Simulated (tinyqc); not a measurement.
Worked calculation: tight binding, dimerised chain. One step of it, computed by the program tinyqc.

Problem. Levels at k. Diagonalise the Hermitian matrix.

H(k) at k (eV), order A, B:
```
[[0.890000, 0.237474+0.537462i],
 [0.237474-0.537462i, -0.890000]]
```

Give: eigenvalues; weights |c|^2 of the basis functions.

Solution.

eigenvalues (eV): [-1.066, 1.066]

weights |c|^2 of the basis functions, order A, B:
```
[[0.083, 0.917],
 [0.917, 0.083]]
```
